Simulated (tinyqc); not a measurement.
Thin-film transistor with exponential tail and deep states, accumulation layer: course of the iteration: surface potential by Newton steps.

An undoped film in accumulation, thicker than the space-charge layer. With band bending psi the Fermi level lies E0 - psi below the band edge. Free electrons n = n0 exp(psi/Vt) carry the current; electrons in two exponential distributions of traps, a = a0 exp(psi/Va) and d = d0 exp(psi/Vp), do not. Linear regime, ohmic contacts, traps in equilibrium.

Va = kB Tt/q, Vp = kB Td/q. G(psi) = sum over the three kinds of c0 [V (exp(psi/V) - 1) - psi], field F = sqrt(2 q G/(eps0 eps_r)); Vg = psi + eps0 eps_r F/Ci at the surface. f = psi + eps0 eps_r F/Ci - Vg, f' = 1 + q rho/(Ci F) with rho = sum c0 (exp(psi/V) - 1); psi(new) = psi - f/f'.

Stop when psi changes by less than 1e-10 V, or after 30 iterations. psi must stay between 0 and 5 V.

Inputs (values chosen for the exercise); values close to those of an organic semiconductor: temperature T = 290 K; relative permittivity of the semiconductor eps_r = 3.2; characteristic temperature of the tail Tt = 490 K; characteristic temperature of the deep states Td = 1370 K; gate capacitance Ci = 35 nF/cm^2; gate voltage above flat band Vg = 6.1 V.

Constants: q = 1.602176634e-19 C, kB = 1.380649e-23 J/K, Vt = kB T/q, eps0 = 8.8541878128e-14 F/cm where lengths are in cm. Results are converted to the units shown.

psi at the start = 0.54 V
n0 = 3.17743e10 cm^-3
a0 = 4.44075e14 cm^-3
d0 = 3.66883e15 cm^-3

Course of the iteration:
```
iteration	psi (V)	|change| (V)
1	0.482834	0.0572
2	0.440705	0.0421
3	0.423600	0.0171
4	0.421466	2.13e-3
5	0.421437	2.89e-5
6	0.421437	5.18e-9
7	0.421437	< 1e-14
```

Did this iteration meet its convergence test, and what does its course show?

Yes. Converged in 7 iterations. At the end the number of correct digits about doubles with each step.

tinyqc, about 0.03 s, one thread, Intel Xeon 2.30GHz (shared host): `OMP_NUM_THREADS=1 python tinyqc.py 2610120 2610121 out.jsonl`
